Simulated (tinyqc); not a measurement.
Avalanche multiplication and breakdown of a junction from ionisation integrals. From specific on-resistance back to doping N of the lightly doped side. Computed by tinyqc, a small Python program. Command: `OMP_NUM_THREADS=1 python tinyqc.py 3019945 3019946 out.jsonl impact inv`. One thread of a shared host (Intel(R) Xeon(R) Processor @ 2.30GHz), about 0.05 s of CPU time with the checks.

Ionisation coefficients follow the local field. Position x runs through the depletion layer from the p side (x = 0), where electrons enter, to the n side (x = w), where holes enter. The built-in voltage is neglected.

Inputs (values chosen for the exercise, modelled on 4H-SiC):

| quantity | value | unit |
|---|---|---|
| electron prefactor a_n | 1.91e+08 | 1/cm |
| electron field b_n | 3.23e+07 | V/cm |
| hole prefactor a_p | 3.4e+08 | 1/cm |
| hole field b_p | 2.57e+07 | V/cm |
| exponent c | 1 | - |
| permittivity eps | 9.7 | - |
| drift-layer mobility mu | 990 | cm^2/(V s) |

Junction: one-sided abrupt p+n.

Constants: e = 1.602176634e-19 C; eps_0 = 8.8541878128e-12 F/m.

Method:
- alpha_n = a_n exp(-(b_n/F)^c), alpha_p = a_p exp(-(b_p/F)^c).
- Field F = F_m (1 - s), w = eps eps_0 F_m/(e N), V = F_m w/2, with s = x/w (the peak lies at the p+ side).
- With Phi(x) = int_0^x (alpha_n - alpha_p) dx': 1 - 1/M_n = I_n = int_0^w alpha_n exp(-Phi) dx and M_p = M_n exp(-Phi(w)); trapezoid rule on 401 even points; breakdown at I_n = 1.
- Solve I_n(F_m) = 1.
- R_on = w/(e mu N) with w the width at breakdown; figure of merit V_B^2/R_on; for a triangular field it equals eps eps_0 mu F_m^3/4.

Question. A run gave the result below. Find the doping N of the lightly doped side, known to lie between 6.1e+15 and 1.5e+16 1/cm^3.

specific on-resistance = 0.8555361 milliohm cm^2

Answer.

Each step takes the trial c = (a f_b - b f_a)/(f_b - f_a), f being the result less the target and a, b, c the logarithms of the listed values; c replaces end b, the old b replaces a if the sign of f changed, and otherwise f_a is halved.

Scan of the range:

| doping N of the lightly doped side (1/cm^3) | specific on-resistance (milliohm cm^2) |
|---|---|
| 6.10e+15 | 2.37546 |
| 7.09e+15 | 1.78003 |
| 8.23e+15 | 1.33734 |
| 9.57e+15 | 1.00151 |
| 1.11e+16 | 0.75377 |
| 1.29e+16 | 0.56525 |
| 1.50e+16 | 0.42349 |

False position (Illinois rule, in the logarithm of the input) inside the bracket:

| step | end a | end b | trial | specific on-resistance (milliohm cm^2) |
|---|---|---|---|---|
| 1 | 9.57000e+15 | 1.11000e+16 | 1.04439e+16 | 0.847088 |
| 2 | 9.57000e+15 | 1.04439e+16 | 1.03497e+16 | 0.861930 |
| 3 | 1.04439e+16 | 1.03497e+16 | 1.03902e+16 | 0.855504 |
| 4 | 1.03497e+16 | 1.03902e+16 | 1.03900e+16 | 0.855536 |
| 5 | 1.03497e+16 | 1.03900e+16 | 1.03900e+16 | 0.855536 |
| 6 | 1.03900e+16 | 1.03900e+16 | 1.03900e+16 | 0.855536 |

Specific on-resistance falls at every point of a 13-point scan of the range (every second point is shown), so one value fits; it is bracketed by 9.57e15 and 1.11e16. Answer: doping N of the lightly doped side = 1.039e16 1/cm^3.
